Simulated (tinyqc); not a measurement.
The integration grid: Kohn-Sham R2SCAN on finer and finer grids in the 3-21g basis, for HeH+, spin multiplicity 1. Computed by the program tinyqc with PySCF. Command: `OMP_NUM_THREADS=1 python tinyqc.py 113144 113145 out.jsonl`; one thread of a shared host (Intel(R) Xeon(R) Processor @ 2.60GHz), about 3 s.

Geometry (angstrom):

| atom | x | y | z |
|---|---|---|---|
| He | 0.0000 | 0.0000 | 0.0000 |
| H | 0.0000 | 0.0000 | 0.7030 |

Self-consistent on each grid; the net force on the molecule should vanish.

Kohn-Sham energy on Becke grids (radial x angular points per atom):

| grid | points | residual of the electron count | E (hartree) | E - finest (mhartree) | largest net force without grid terms (hartree/bohr) |
|---|---|---|---|---|---|
| 10 x 14 | 272 | 4.38e-03 | -2.932578 | 1.199006 | 4.61e-03 |
| 15 x 26 | 768 | 1.39e-02 | -2.937209 | -3.431686 | 2.76e-03 |
| 20 x 50 | 1984 | 1.19e-04 | -2.933716 | 0.061091 | 2.51e-04 |
| 30 x 86 | 5137 | 1.11e-04 | -2.933798 | -0.021130 | 5.55e-05 |
| 50 x 194 | 19334 | -2.27e-07 | -2.933777 | -0.000055 | 1.81e-10 |
| 75 x 302 | 45179 | 1.07e-08 | -2.933777 | 0.000000 | 2.08e-08 |
| 120 x 590 | 141242 | -1.37e-11 | -2.933777 | 0.000000 | 4.11e-12 |

The energy is within 0.1 mhartree of the finest grid first at 20 x 50. The error has both signs, since quadrature is not variational. The electron count and the net force are cheap signs of a poor grid.
